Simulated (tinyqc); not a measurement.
Jacobi rotations on a symmetric matrix, step by step. Computed by tinyqc, a small Python program that keeps every step. Settings: method = jacobi. Command: `OMP_NUM_THREADS=1 python tinyqc.py 31580 31581 out.jsonl` (the two numbers bound the seeds that draw the settings). One thread of a shared host (Intel(R) Xeon(R) Processor @ 2.60GHz), about 0.01 s of CPU time with the checks.

## Jacobi rotation 1

A, lower triangle:
```
,1,2,3,4,5
1,1.219000
2,0.064000,1.755000
3,-0.138000,0.499000,2.572000
4,-0.316000,-0.192000,-0.171000,2.900000
5,0.125000,0.086000,-0.067000,0.147000,3.082000
```

Take the largest off-diagonal element A_pq; tan 2 theta = 2 A_pq / (A_qq - A_pp) with |theta| <= pi/4; A' = J^T A J with J_pp = J_qq = cos, J_pq = sin, J_qp = -sin.

p, q, theta (rad): 2.000000  3.000000  0.442397

A', lower triangle:
```
,1,2,3,4,5
1,1.219000
2,0.116917,1.518618
3,-0.097316,0.000000,2.808382
4,-0.316000,-0.100310,-0.236734,2.900000
5,0.125000,0.106404,-0.023733,0.147000,3.082000
```

## Jacobi rotation 2

As before.

p, q, theta (rad): 1.000000  4.000000  -0.179809

A', lower triangle:
```
,1,2,3,4,5
1,1.161560
2,0.097093,1.518618
3,-0.138085,0.000000,2.808382
4,0.000000,-0.119602,-0.215513,2.957440
5,0.149274,0.106404,-0.023733,0.122275,3.082000
```

## All rotations

The off-diagonal norm falls at every rotation.

Rotations:
```
step,p,q,theta,off-diagonal norm
1,2,3,0.442397,6.90e-01
2,1,4,-0.179809,5.26e-01
3,3,4,-0.618925,4.29e-01
4,1,5,0.077112,3.73e-01
5,4,5,-0.748940,3.33e-01
6,2,5,0.100728,2.57e-01
7,1,3,-0.076555,1.98e-01
8,1,2,0.224349,1.55e-01
9,2,3,-0.067210,1.10e-01
10,1,4,0.024497,8.23e-02
11,1,5,-0.019365,6.42e-02
...,...,...,...,...
18,1,5,0.000759,1.43e-03
19,1,4,0.000364,9.33e-04
20,1,2,0.001453,4.45e-04
21,2,3,-0.000269,8.02e-05
22,3,5,-0.000167,1.22e-05
23,2,4,4.27e-06,6.49e-06
24,3,4,0.000008,1.20e-06
25,4,5,-2.60e-06,8.72e-07
26,1,3,3.17e-07,5.28e-07
27,2,5,2.52e-07,1.50e-08
28,1,4,-5.03e-09,1.23e-09
```

eigenvalues: 1.119049  1.517972  2.665873  3.000805  3.224300
